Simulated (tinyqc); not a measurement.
# Worked calculation: read current of a NAND string, cells in series solved by shooting

tinyqc, about 0.6 s, one thread, Intel Xeon 2.30GHz (shared host): `OMP_NUM_THREADS=1 python tinyqc.py 2142241 2142242 out.jsonl` Printed values are rounded.

Cells in series, numbered from 0 at the source line (0 V) to the bit line, each followed by a gap resistance Rg. A cell with gate Vg, threshold VT, source Vs and drain Vd passes I = 2 nf K Vt^2 [F(Vs) - F(Vd)]/(1 + th max(Vg - VT, 0)), F(V) = ln^2(1 + exp((Vg - VT - nf V)/(2 nf Vt))). The selected cell has Vg = Vr, the others Vg = Vp.

Inputs (values chosen for the exercise); values of the order met in vertical NAND strings: temperature T = 300 K; gain factor of a cell K = 11 uA/V^2; slope factor nf = 1.4; mobility reduction factor th = 0.09 1/V; resistance of the gap between cells Rg = 3 kohm; bit-line voltage Vbl = 0.3 V; pass voltage Vp = 7.2 V; read voltage on the selected word line Vr = 2.37 V.

Constants: q = 1.602176634e-19 C, kB = 1.380649e-23 J/K, Vt = kB T/q. Results are converted to the units shown.

## Step 1: node voltages for a trial current

first trial current = 0.64 uA

| cell | thresholds from the source end (V) |
|---|---|
| 0 | -1.6 |
| 1 | -1.6 |
| 2 | 4.6 |
| 3 | 1.6 |
| 4 | 4.6 |
| 5 | 4.6 |

For a trial current I start at 0 V and, cell by cell (the selected one is cell 3), solve for the drain: sqrt(F(Vd)) = sqrt(F(Vs) - I/k), k = 2 nf K Vt^2/(1 + th max(Vg - VT, 0)), Vd = [Vg - VT - 2 nf Vt ln(exp(sqrt F) - 1)]/nf, then add I Rg.

| cell | node voltage after each cell and gap, trial 1 (V) |
|---|---|
| 0 | 0.0137791 |
| 1 | 0.0275843 |
| 2 | 0.0577527 |
| 3 | 0.160240 |
| 4 | 0.192655 |
| 5 | 0.225676 |

## Step 2: node voltages for a trial current

second trial current = 0.72 uA

As before.

| cell | node voltage after each cell and gap, trial 2 (V) |
|---|---|
| 0 | 0.0155031 |
| 1 | 0.0310392 |
| 2 | 0.0650711 |
| 3 | 0.184542 |
| 4 | 0.221559 |
| 5 | 0.259382 |

## Course of the secant iteration

Secant steps on the end voltage less Vbl, from the two trials; a trial above the saturation current of a cell has no solution and is moved halfway to the previous trial. Stop below 1e-9 V.

Course of the iteration:

| iteration | I (uA) | end voltage - Vbl (V) | halvings |
|---|---|---|---|
| 1 | 0.816407 | 2.67e-3 | 0 |
| 2 | 0.810453 | -9.78e-5 | 0 |
| 3 | 0.810663 | -2.38e-7 | 0 |
| 4 | 0.810663 | 2.12e-11 | 0 |

Converged in 4 iterations to I = 0.81066 uA. The selected cell takes 46.1 % of the bit-line voltage and the gaps together 4.86 %.
